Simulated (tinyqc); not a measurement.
# Octagonal on-chip spiral inductor, lumped pi model: quality factor against frequency

Outer diameter do = di + 2 n wd + 2 (n - 1) sp, mean da = (do + di)/2, fill p = (do - di)/(do + di), length l = 3.314 n da. L = 2.25 mu0 n^2 da/(1 + 3.55 p), mu0 = 4 pi 1e-7 H/m. Rs = rho l/(wd delta (1 - exp(-th/delta))), delta = sqrt(rho/(pi f mu0)). Cs = n wd^2 eps0 eo/hu across the coil. At each end Cox = l wd eps0 eo/(2 ho) leads to the substrate branch Rsi = 2 rs he/(l wd) in parallel with Csi = l wd eps0 11.7/(2 he). With one end grounded Y = 1/(Rs + i w L) + i w Cs + 1/[1/(i w Cox) + 1/(1/Rsi + i w Csi)], w = 2 pi f; Q = -Im Y/Re Y. Eddy currents in neighbouring turns and in the substrate are left out.

Apparent inductance Im(1/Y)/w; share of the loss Re(substrate branch)/Re Y.

Values chosen for this exercise; values of the order met in silicon radio-frequency processes:

| symbol | value | unit | meaning |
|---|---|---|---|
| n | 5.5 |  | number of turns |
| wd | 10 | um | line width |
| sp | 3 | um | space between turns |
| di | 80 | um | inner diameter |
| th | 2 | um | metal thickness |
| rho | 3 | uohm cm | metal resistivity |
| ho | 9.2 | um | oxide below the coil |
| hu | 0.8 | um | oxide between coil and underpass |
| eo | 3.9 |  | relative permittivity of the oxide |
| rs | 20 | ohm cm | substrate resistivity |
| he | 30 | um | effective spreading depth in the substrate |

Constants: eps0 = 8.8541878128e-12 F/m. Results are converted to the units shown.

Results:

| f (GHz) | Rs (ohm) | w L/Rs | Q | apparent inductance (nH) | loss in the substrate (%) |
|---|---|---|---|---|---|
| 0.17 | 4.698 | 1.095 | 1.094 | 4.816 | 0.001345 |
| 0.28 | 4.889 | 1.733 | 1.730 | 4.819 | 0.006889 |
| 0.45 | 5.128 | 2.655 | 2.646 | 4.827 | 0.03718 |
| 1.2 | 5.885 | 6.170 | 5.964 | 4.906 | 1.333 |
| 2 | 6.493 | 9.320 | 8.178 | 5.066 | 7.370 |
| 3.2 | 7.249 | 13.36 | 8.719 | 5.454 | 25.51 |
| 5.3 | 8.354 | 19.20 | 5.879 | 6.738 | 56.03 |
| 8.6 | 9.806 | 26.53 | 1.539 | 12.78 | 78.15 |

Estimate the missing row, f = 0.74 GHz.

Computed row:

| f (GHz) | Rs (ohm) | w L/Rs | Q | apparent inductance (nH) | loss in the substrate (%) |
|---|---|---|---|---|---|
| 0.74 | 5.458 | 4.102 | 4.060 | 4.849 | 0.2308 |

With this row back in the table: Q goes from 1.09 through a maximum of 8.72 (at f = 3.2 GHz among the rows listed) to 1.54; the exact peak is 8.86 at 2.79 GHz and Q reaches zero at the self-resonance, 10.1 GHz. The share of the substrate rises from 0.00135 to 78.1 %, and the apparent inductance ends at 2.65 times L. At the peak the substrate takes 18.7 % of the loss. For f = 8.6 the coil is longer than 0.15 of a wavelength in the oxide, where one lumped section is rough.

Computed by the program tinyqc: `OMP_NUM_THREADS=1 python tinyqc.py 2302086 2302087 out.jsonl`, one thread of a shared Intel Xeon 2.30GHz, about 0.01 s for the whole run.
